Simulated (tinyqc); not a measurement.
Conductance steps with and without the scatterer: conductance of a narrow metal strip with scatterers (square lattice, Green functions).

A strip of W sites across with hard walls, site energy 0 and hopping -t. Mode n = 1 to W has profile chi_n(j) = sqrt(2/(W + 1)) sin(n j pi/(W + 1)) and energy en = -2t cos(n pi/(W + 1)); E = en - 2t cos(kn a). With z_n = exp(i kn a) (Im k > 0 for closed modes, |z| < 1) each lead gives the self-energy -t z_n in mode n. One column carries the site energies v, here a uniform barrier across the strip, as of a grain boundary. In the mode basis V_nm = sum_j chi_n(j) v_j chi_m(j), G = (E - en + 2 t z_n - V)^-1, and t_nm = 2t sqrt(sin(kn a) sin(km a)) G_nm in size for open modes. T = sum |t_nm|^2, conductance (2e^2/h) T.

Parameters, chosen for this exercise (out of a larger set: hopping and spacing of the size met in Cu or Al; the lattice is a model; not measured data):

| symbol | value | unit | meaning |
|---|---|---|---|
| t | 1.04 | eV | hopping |
| W | 5 |  | sites across |
| v | (1.2, 1.2, 1.2, 1.2, 1.2) | eV | site energies in the scattering column |

E is varied across the lower half of the band.

Against energy:

| E/t | E (eV) | open modes | T | reflected |
|---|---|---|---|---|
| -3.30 | -3.432 | 1 | 0.5366 | 0.4634 |
| -2.95 | -3.068 | 2 | 0.7832 | 1.2168 |
| -2.65 | -2.756 | 2 | 1.1931 | 0.8069 |
| -2.30 | -2.392 | 2 | 1.3686 | 0.6314 |
| -1.95 | -2.028 | 3 | 1.5766 | 1.4234 |
| -1.65 | -1.716 | 3 | 1.9684 | 1.0316 |
| -1.30 | -1.352 | 3 | 2.1216 | 0.8784 |
| -0.95 | -0.988 | 4 | 2.2966 | 1.7034 |
| -0.65 | -0.676 | 4 | 2.6429 | 1.3571 |
| -0.30 | -0.312 | 4 | 2.6995 | 1.3005 |
| 0.05 | 0.052 | 5 | 2.9850 | 2.0150 |

What does the comparison show?

The clean strip goes from 1 to 5 open modes. The reflected flux ranges from 0.463 (E/t = -3.3) to 2.015 (E/t = 0.05). A uniform barrier reflects each mode by v^2/(v^2 + (2t sin(kn a))^2), most the slow ones just above their thresholds.

Run: tinyqc, `OMP_NUM_THREADS=1 python tinyqc.py 1482423 1482424 out.jsonl`; Intel(R) Xeon(R) Processor @ 2.30GHz, one thread, shared host; about 0.01 s of CPU time with all checks.
